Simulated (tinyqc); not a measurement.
Band offset of a heterojunction with an interface dipole (two-band chains, self-consistent charge): one step. Levels and site charges. Three cases, with inputs chosen for the exercise.

Task: Diagonalise, fill the lower half with two electrons each, and sum the electrons on the left (L) less one a site.

Give: levels; electrons on the sites; q.

Case 1.

H (eV):
```
           AL1        CL1        AL2        CL2        AL3        CL3        AR1        CR1        AR2        CR2
AL1  -0.390000  -2.100000          0          0          0          0          0          0          0          0
CL1  -2.100000   0.390000  -2.100000          0          0          0          0          0          0          0
AL2          0  -2.100000  -0.390000  -2.100000          0          0          0          0          0          0
CL2          0          0  -2.100000   0.390000  -2.100000          0          0          0          0          0
AL3          0          0          0  -2.100000  -0.390000  -2.100000          0          0          0          0
CL3          0          0          0          0  -2.100000   0.390000  -2.028793          0          0          0
AR1          0          0          0          0          0  -2.028793  -0.460000  -1.960000          0          0
CR1          0          0          0          0          0          0  -1.960000   0.840000  -1.960000          0
AR2          0          0          0          0          0          0          0  -1.960000  -0.460000  -1.960000
CR2          0          0          0          0          0          0          0          0  -1.960000   0.840000
AR3          0          0          0          0          0          0          0          0          0  -1.960000
CR3   2.028793          0          0          0          0          0          0          0          0          0

           AR3        CR3
AL1          0   2.028793
CL1          0          0
AL2          0          0
CL2          0          0
AL3          0          0
CL3          0          0
AR1          0          0
CR1          0          0
AR2          0          0
CR2  -1.960000          0
AR3  -0.460000  -1.960000
CR3  -1.960000   0.840000
```

Result:

levels (eV): -4.0145  -3.7445  -2.8593  -2.7702  -1.1342  -1.0194  1.1574  1.3826  2.9819  3.0516  4.0260  4.0826

electrons on the sites: AL1 1.2383, CL1 0.8015, AL2 1.2173, CL2 0.8047, AL3 1.2172, CL3 0.7970, AR1 1.2612, CR1 0.6957, AR2 1.2864, CR2 0.6933, AR3 1.2862, CR3 0.7012

q = 0.0760 electrons

Case 2.

H (eV):
```
           AL1        CL1        AL2        CL2        AR1        CR1        AR2        CR2
AL1  -0.380000  -2.230000          0          0          0          0          0   2.485377
CL1  -2.230000   0.380000  -2.230000          0          0          0          0          0
AL2          0  -2.230000  -0.380000  -2.230000          0          0          0          0
CL2          0          0  -2.230000   0.380000  -2.485377          0          0          0
AR1          0          0          0  -2.485377  -0.040000  -2.770000          0          0
CR1          0          0          0          0  -2.770000   1.260000  -2.770000          0
AR2          0          0          0          0          0  -2.770000  -0.040000  -2.770000
CR2   2.485377          0          0          0          0          0  -2.770000   1.260000
```

Result:

levels (eV): -4.4763  -4.2019  -1.7259  -1.6432  2.0332  2.4003  4.5111  5.5427

electrons on the sites: AL1 1.2186, CL1 0.8656, AL2 1.1983, CL2 0.8773, AR1 1.1433, CR1 0.7718, AR2 1.1673, CR2 0.7578

q = 0.1598 electrons

Case 3.

H (eV):
```
           AL1        CL1        AL2        CL2        AL3        CL3        AR1        CR1        AR2        CR2
AL1  -1.760000  -1.680000          0          0          0          0          0          0          0          0
CL1  -1.680000   1.760000  -1.680000          0          0          0          0          0          0          0
AL2          0  -1.680000  -1.760000  -1.680000          0          0          0          0          0          0
CL2          0          0  -1.680000   1.760000  -1.680000          0          0          0          0          0
AL3          0          0          0  -1.680000  -1.760000  -1.680000          0          0          0          0
CL3          0          0          0          0  -1.680000   1.760000  -1.939897          0          0          0
AR1          0          0          0          0          0  -1.939897  -1.480000  -2.240000          0          0
CR1          0          0          0          0          0          0  -2.240000   4.560000  -2.240000          0
AR2          0          0          0          0          0          0          0  -2.240000  -1.480000  -2.240000
CR2          0          0          0          0          0          0          0          0  -2.240000   4.560000
AR3          0          0          0          0          0          0          0          0          0  -2.240000
CR3   1.939897          0          0          0          0          0          0          0          0          0

           AR3        CR3
AL1          0   1.939897
CL1          0          0
AL2          0          0
CL2          0          0
AL3          0          0
CL3          0          0
AR1          0          0
CR1          0          0
AR2          0          0
CR2  -2.240000          0
AR3  -1.480000  -2.240000
CR3  -2.240000   4.560000
```

Result:

levels (eV): -3.7577  -3.6755  -2.9356  -2.8689  -1.8878  -1.7793  2.1509  2.8742  3.5384  5.0198  5.9060  6.6555

electrons on the sites: AL1 1.7189, CL1 0.3510, AL2 1.6622, CL2 0.3486, AL3 1.6699, CL3 0.3879, AR1 1.6434, CR1 0.2622, AR2 1.7259, CR2 0.2659, AR3 1.7235, CR3 0.2405

q = 0.1386 electrons

Electrons move to the left, the side whose mid-gap lies lower.

Computed by tinyqc, one run a case: `OMP_NUM_THREADS=1 python tinyqc.py N N+1 out.jsonl` with N = 1480755, 1481035, 1481130; one thread of a shared Intel(R) Xeon(R) Processor @ 2.30GHz, about 0.4 s a run at most.
